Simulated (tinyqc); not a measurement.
# Changing the film thickness L

Model: heat flow across a film from the phonon Boltzmann equation in the relaxation-time approximation. Computed by tinyqc, a small Python program. Command: `OMP_NUM_THREADS=1 python tinyqc.py 3013743 3013744 out.jsonl slabbte sweep`. One thread of a shared host (Intel(R) Xeon(R) Processor @ 2.30GHz), about 0.03 s of CPU time with the checks.

Two black walls, hot at x = 0 and cold at x = L, emit phonons isotropically. For one free path Lambda, with tau = x/Lambda, tau_L = L/Lambda and phi = (T - T_cold)/Delta T, energy balance gives phi(tau) = (1/2) [E2(tau) + int_0^tau_L phi(s) E1(|tau - s|) ds]; E_n are the exponential integrals. The flux over the ballistic flux C v Delta T/4 is psi = 1 - 2 int_0^tau_L phi(s) E2(s) ds, and kappa_eff/kappa = (3/4) tau_L psi. kappa = C v Lambda/3 is an input, so at fixed kappa a longer free path means a smaller C v.

Inputs (values chosen for the exercise, modelled on gallium nitride):
```
quantity,value,unit
bulk conductivity kappa,199,W/(m K)
wall temperature difference Delta T,8.8,K
free path Lambda_1,97,nm
cells n in the small system,4,-
```

Free-path groups: one.

Method:
- Cut the film into n equal cells with constant phi, collocated at the centres c_i: the kernel integrates to A_ij = |E2(|c_i - e_j|) - E2(|c_i - e_(j+1)|)|/2 for cell edges e_j, and A_ii = 1 - E2(half a cell); solve (1 - A) phi = E2(c)/2; psi = 1 - 2 sum_j phi_j [E3(e_j) - E3(e_(j+1))].
- Use 150 and 300 cells and extrapolate psi = (4 psi(300) - psi(150))/3. The jump at the hot wall is 1 - phi there (linear extrapolation from the first two of 300 cells). Two-flux (diffusion with slip) formula: psi = 1/(1 + 3 tau_L/4).
- Each group is solved on its own with 150 and 300 cells, psi = (4 psi(300) - psi(150))/3, and weighted by its share of kappa.
- Flux J = kappa_eff Delta T/L; apparent boundary resistance per wall (L/kappa_eff - L/kappa)/2.

One run for each value:
```
film thickness L (nm),kappa_eff (W/(m K)),flux J (GW/m^2),jump at the wall / Delta T for Lambda_1,apparent resistance per wall (m^2 K/GW)
1.9,2.87,13.287,0.47853,0.32637
4,5.92,13.028,0.46222,0.32767
18,23.76,11.618,0.39374,0.33351
37,42.94,10.212,0.33782,0.33790
77,71.85,8.212,0.26649,0.34234
160,107.06,5.888,0.18931,0.34525
330,140.38,3.744,0.12029,0.34619
700,166.27,2.090,0.06748,0.34626
1500,182.27,1.069,0.03487,0.34592
```

Give the missing row, film thickness L (nm) = 8.4.

Computed row; columns: (1) film thickness L (nm); (2) kappa_eff (W/(m K)); (3) flux J (GW/m^2); (4) jump at the wall / Delta T for Lambda_1; (5) apparent resistance per wall (m^2 K/GW):
```
(1)    (2)     (3)      (4)      (5)
8.4  11.96  12.534  0.43571  0.32993
```

Interpolating between the two neighbouring rows (the first column on a logarithmic scale, the others too where they are positive) misses most in jump at the wall / Delta T for Lambda_1, by 2.0 %. Over the rows, kappa_eff (W/(m K)) rises from 2.87 to 182 (exponent d ln y / d ln x 0.97 between the first rows and 0.12 between the last); flux J (GW/m^2) falls from 13.3 to 1.07 (exponent d ln y / d ln x -0.026 between the first rows and -0.88 between the last); jump at the wall / Delta T for Lambda_1 falls from 0.479 to 0.0349 (exponent d ln y / d ln x -0.047 between the first rows and -0.87 between the last). At the low end the exponent of kappa_eff is 0.97, close to 1: the ballistic limit. At the low end the exponent of flux J is -0.03, close to 0: the ballistic flux does not depend on L. In thin films phonons cross without scattering: the flux is bounded by what the walls emit, and Delta T drops in two jumps of one half each. In thick films the jumps shrink as Lambda/L and the apparent wall resistance tends to a constant.

Caution (rows 1.90, 4.00, 8.40): below about 10 nm the film nears the phonon wavelength, and a particle picture fails.

Extremes, crossings and ranges named in words are read from the listed rows.
